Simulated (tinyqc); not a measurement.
Plane-wave Kohn-Sham cycle with exchange-only LDA in a layered model solid, step by step. One step of it, computed by the program tinyqc.

Question. Iteration 2: Hamiltonian at one k. H(m,m') = (k + G_m)^2/2 delta + V(G_m - G_m'), with V(-G) = V(G).

A solid whose potential varies along x alone (atomic units):
```
parameter,value
period a,12.300000
cross-section of the cell,31.000000
electrons per cell,4
grid points,16
"plane waves -n..n, n",3
k points,3
V1 in V1 cos(2 pi x/a),-0.290000
V2 in V2 cos(4 pi x/a),0.050000
```

V(G_m), m = 0, 1, 2, ... (hartree): -0.212176  -0.039972  0.024026  0.000262  0.000028  0.000080  0.000060

k = 0.000000 2 pi / a

Give: H.

Answer.

H (hartree), lower triangle:
```
,-3,-2,-1,+0,+1,+2,+3
-3,0.962
-2,-0.040,0.310
-1,0.024,-0.040,-0.082
+0,0.000,0.024,-0.040,-0.212
+1,0.000,0.000,0.024,-0.040,-0.082
+2,0.000,0.000,0.000,0.024,-0.040,0.310
+3,0.000,0.000,0.000,0.000,0.024,-0.040,0.962
```
